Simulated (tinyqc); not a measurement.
# Undoped symmetric double-gate MOSFET, analytic potential model: effect of the insulator thickness

An undoped body of thickness ts between two equal insulators and tied gates; long channel, electrons only, n = ni exp((psi - V)/Vt) with V the quasi-Fermi potential (0 at the source, Vd at the drain), constant mobility, no quantisation. Across the body psi(x) = V - 2 Vt ln[(ts/(2 beta)) sqrt(q ni/(2 eps0 eps_r Vt)) cos(2 beta x/ts)], x from the centre. Q is the electron charge per area of the whole body.

ni = sqrt(Nc Nv) exp(-Eg/(2 Vt)), Eg in volts; r = eps_r tox/(eox ts); V0 = dphi + 2 Vt ln[(2/ts) sqrt(2 eps0 eps_r Vt/(q ni))]. beta (between 0 and pi/2) solves (Vg - V0 - V)/(2 Vt) = ln(beta) - ln(cos beta) + 2 r beta tan(beta). Q = 8 eps0 eps_r Vt beta tan(beta)/ts; I = mu (1/L)(4 eps0 eps_r/ts)(2 Vt)^2 [g(beta_s) - g(beta_d)] per width, g = beta tan(beta) - beta^2/2 + r beta^2 tan^2(beta), with beta_s at V = 0 and beta_d at V = Vd.  I(low) is taken at Vg = 0.25 V, Qs and I(high) at Vg = 1 V.

Inputs (values chosen for the exercise); material values close to those of silicon:
```
symbol    value        unit                                             meaning
T           300           K                                         temperature
Eg         1.13          eV                                            band gap
eps_r      11.7                      relative permittivity of the semiconductor
Nc      2.79e19       cm^-3              conduction-band density of states at T
Nv      2.63e19       cm^-3                 valence-band density of states at T
eox        7.26                     relative permittivity of the gate insulator
ts           10          nm                                      body thickness
dphi       0.01           V  gate work function less that of the intrinsic body
mu          370  cm^2/(V s)                                    channel mobility
L           0.2          um                                         gate length
Vd         0.05           V                                       drain voltage
```

Constants: q = 1.602176634e-19 C, kB = 1.380649e-23 J/K, Vt = kB T/q, eps0 = 8.8541878128e-14 F/cm where lengths are in cm. Results are converted to the units shown.

The same in every row: V0 (V) = 0.4972.

Results:

| tox (nm) | I(low) (nA/um) | Qs(high) (nC/cm^2) | I(high) (uA/um) |
|---|---|---|---|
| 0.87 | 0.6160 | 5018 | 434.7 |
| 1.2 | 0.6160 | 3793 | 329.3 |
| 1.8 | 0.6160 | 2658 | 231.5 |
| 2.6 | 0.6160 | 1922 | 167.7 |
| 5.4 | 0.6159 | 1002 | 87.81 |
| 7.8 | 0.6159 | 720.1 | 63.18 |

Estimate the missing row, tox = 3.7 nm.

Computed row:

| tox (nm) | I(low) (nA/um) | Qs(high) (nC/cm^2) | I(high) (uA/um) |
|---|---|---|---|
| 3.7 | 0.6159 | 1405 | 122.9 |

With this row back in the table: As tox goes from 0.87 to 7.8 nm, I(low) stays near 0.616 nA/um and I(high) falls from 435 to 63.2 uA/um. On average I(low) is independent of tox and I(high) goes as tox^(-0.88). Below threshold no voltage drops over the insulator in this long-channel model, so its thickness does not matter there. In every row the surface density at the source at the higher gate voltage passes 0.3 Nc, where Boltzmann statistics fail.

Computed by the program tinyqc: `OMP_NUM_THREADS=1 python tinyqc.py 2440129 2440130 out.jsonl`, one thread of a shared Intel Xeon 2.30GHz, about 0.01 s for the whole run.
